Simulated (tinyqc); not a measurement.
From results back to parameters: linear model of a band gap against the share of exact exchange. Three cases, with inputs chosen for the exercise.

Problem. Gap and optical dielectric constant were computed at two shares alpha. They follow E = E0 + S alpha and eps = 1 + (e0 - 1)(EP/(EP + S alpha))^2.

Case 1.

Values chosen (out of a larger set: of the order of those of Ge; not measured data): al12 = (0.25, 0.35) (two shares of exact exchange).

gaps (eV): 1.41500  1.94900

eps: 13.624261  12.425016

Case 2.

Values chosen (out of a larger set: of the order of those of Al2O3; not measured data): al12 = (0.3, 0.4) (two shares of exact exchange).

gaps (eV): 8.86500  9.80000

eps: 2.924027  2.800874

Case 3.

Values chosen (out of a larger set: of the order of those of diamond; not measured data): al12 = (0.15, 0.25) (two shares of exact exchange).

gaps (eV): 5.18800  5.88000

eps: 5.693154  5.481442

Find: S; E0; EP; e0.

Solution. The two gaps give S and E0. With q = sqrt((eps1 - 1)/(eps2 - 1)) = (EP + S alpha2)/(EP + S alpha1), EP = S (alpha2 - q alpha1)/(q - 1); e0 follows from either eps.

Case 1.

S = 5.34 eV
E0 = 0.08 eV
EP = 9.1 eV
e0 = 17.60

Case 2.

S = 9.35 eV
E0 = 6.06 eV
EP = 25.0 eV
e0 = 3.38

Case 3.

S = 6.92 eV
E0 = 4.15 eV
EP = 28.6 eV
e0 = 6.04

Computed by tinyqc, one run a case: `OMP_NUM_THREADS=1 python tinyqc.py N N+1 out.jsonl` with N = 1881182, 1881185, 1881190; one thread of a shared Intel(R) Xeon(R) Processor @ 2.30GHz, about 0.01 s a run at most.
